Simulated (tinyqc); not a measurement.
# Off-state leakage of single and stacked transistors: leakage components against the temperature

n-channel devices of unit width. Subthreshold current I(Vg, Vs, Vd) = I0 (T/300 K)^0.5 exp[(Vg - Vs - VT(T) - gb (Vs - Vb) + dd (Vd - Vs))/(nf Vt)] (1 - exp(-(Vd - Vs)/Vt)), VT(T) = VT - cT (T - 300 K). Gate-edge tunnelling Ig (Vd/1 V) exp(ag (Vd - 1 V)), for a gate at 0 V, and band-to-band leakage Ab u exp(-Bb/u), u = Vd - Vb + 1 V, flow at a drain held at V; both are taken as independent of T. In a stack of off transistors (all gates at 0 V) the same subthreshold current passes through each.

One transistor with Vg = Vs = 0, Vd = V; stack factor I(one)/I(two in series).

Inputs (values chosen for the exercise); values of the order met in bulk silicon logic transistors:
```
symbol,value,unit,meaning
V,1.1,V,supply voltage
VT,0.33,V,"threshold at 300 K, zero drain and body bias"
cT,0.7,mV/K,fall of the threshold with temperature
I0,0.18,uA/um,current at threshold at 300 K
nf,1.32,,slope factor
dd,0.07,,drain-induced lowering per volt
gb,0.23,,rise of the threshold per volt of source-body bias
Ig,0.0003,uA/um,gate-edge tunnelling current at 1 V
ag,4.2,1/V,exponential slope of the gate current
Ab,2,uA/(um V),prefactor of band-to-band leakage at the drain
Bb,29,V,its exponential voltage
Vb,0,V,body voltage
```

Constants: q = 1.602176634e-19 C, kB = 1.380649e-23 J/K, Vt = kB T/q. Results are converted to the units shown.

The same in every row: gate edge (nA/um) = 0.5022; band-to-band (nA/um) = 0.004225.

Results:

| T (K) | subthreshold (nA/um) | total (nA/um) | stack factor | largest part |
|---|---|---|---|---|
| 250 | 0.006566 | 0.5130 | 13.97 | gate edge |
| 275 | 0.03026 | 0.5367 | 11.25 | gate edge |
| 300 | 0.1085 | 0.6150 | 9.428 | gate edge |
| 325 | 0.3207 | 0.8271 | 8.139 | gate edge |
| 350 | 0.8141 | 1.321 | 7.191 | subthreshold |
| 375 | 1.830 | 2.336 | 6.471 | subthreshold |
| 425 | 6.984 | 7.491 | 5.462 | subthreshold |

Estimate the missing row, T = 400 K.

Computed row:

| T (K) | subthreshold (nA/um) | total (nA/um) | stack factor | largest part |
|---|---|---|---|---|
| 400 | 3.724 | 4.230 | 5.910 | subthreshold |

With this row back in the table: As T goes from 250 to 425, the total leakage rises from 0.513 to 7.49 nA/um. The gate edge part leads at T = 250, the subthreshold part from 350 on. The subthreshold part doubles every 27.6 K between the last two rows. The reduction by a stack of two falls from 14.0 to 5.46, for the subthreshold part alone.

tinyqc, about 0.03 s, one thread, Intel Xeon 2.30GHz (shared host): `OMP_NUM_THREADS=1 python tinyqc.py 2242084 2242085 out.jsonl`
